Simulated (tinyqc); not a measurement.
# Worked calculation: resistance of a source-drain extension with a graded tip

Program tinyqc, `OMP_NUM_THREADS=1 python tinyqc.py 2282174 2282175 out.jsonl`; Intel Xeon 2.30GHz, shared host, one thread, about 0.03 s. Printed values are rounded.

y runs along the channel, the gate covers y > 0. The doping is N0 for y < y0 and N0 10^(-(y - y0)/la) beyond, uniform over the depth xj. Sheet conductance s(y) = q mu(N) max(N - Nch, 0) xj + (for y > 0) ma Cox Vo, with mu(N) = u0 + (u1 - u0)/(1 + (N/Nr)^au) and Cox = eps0 eox/tox. Current is taken as one-dimensional; depletion of the tip, spreading and the contact are left out. The metallurgical junction lies at yj, where N = Nch.

Values chosen for this exercise; mobility law close to that of electrons in silicon: relative permittivity of the gate insulator (close to aluminium oxide) eox = 9.1; insulator thickness tox = 2.8 nm; active doping of the extension far from the gate N0 = 1e20 cm^-3; lateral abruptness la = 5.5 nm/decade; position under the gate where the fall begins (gate edge at 0) y0 = 1.4 nm; depth of the extension xj = 17 nm; channel doping Nch = 5.3e17 cm^-3; gate overdrive Vo = 0.84 V; mobility of the gate-induced layer ma = 110 cm^2/(V s); mobility at low doping u1 = 1414 cm^2/(V s); mobility at high doping u0 = 68.5 cm^2/(V s); reference doping Nr = 9.2e16 cm^-3; exponent au = 0.711; gate length Lg = 40 nm.

Constants: q = 1.602176634e-19 C, eps0 = 8.8541878128e-14 F/cm where lengths are in cm. Results are converted to the units shown.

## Sheet resistances and junction position

yj = y0 + la log10(N0/Nch); sheet resistance of the full extension 1/[q mu(N0)(N0 - Nch) xj] and of the gate-induced layer 1/(ma Cox Vo); metallurgical length Lg - 2 yj; ye is where the doped and the gate-induced conductances are equal.

yj = 13.91648 nm
sheet resistance of the extension = 474.6025 ohm/square
sheet resistance of the induced layer = 3760.936 ohm/square
metallurgical length = 12.16703 nm
ye = 7.232343 nm
N at ye = 8.701096e18 cm^-3

The gate takes over 6.68 nm before the junction, where N is still 16.4 times the channel doping.

## Resistance of the overlapped part

Midpoint rule on 12 equal steps from 0 to yj: R_ov = sum h/s(y), per width.

```
point     y (nm)    N (cm^-3)  doped conductance (uS)  sheet resistance (ohm/square)
0      0.5798534         1e20                2107.027                       421.4221
1       1.739560  8.674846e19                1849.305                       472.7694
2       2.899267  5.338337e19                1193.834                       685.0604
3       4.058974  3.285112e19                781.6408                       954.6248
4       5.218681  2.021596e19                519.9788                       1272.475
5       6.378388  1.244052e19                351.5588                       1619.564
6       7.538095  7.655662e18                240.9084                       1973.166
7       8.697802  4.711150e18                165.9766                       2315.523
8       9.857509  2.899153e18                112.9688                       2639.497
9       11.01722  1.784084e18                73.18029                       2949.230
10      12.17692  1.097892e18                41.07147                       3257.725
11      13.33663  6.756220e17                13.12525                       3584.017
```

R_ov = 25.682 ohm um

The exact integral is 25.696 ohm um; the coarse sum is 0.055 % below it.
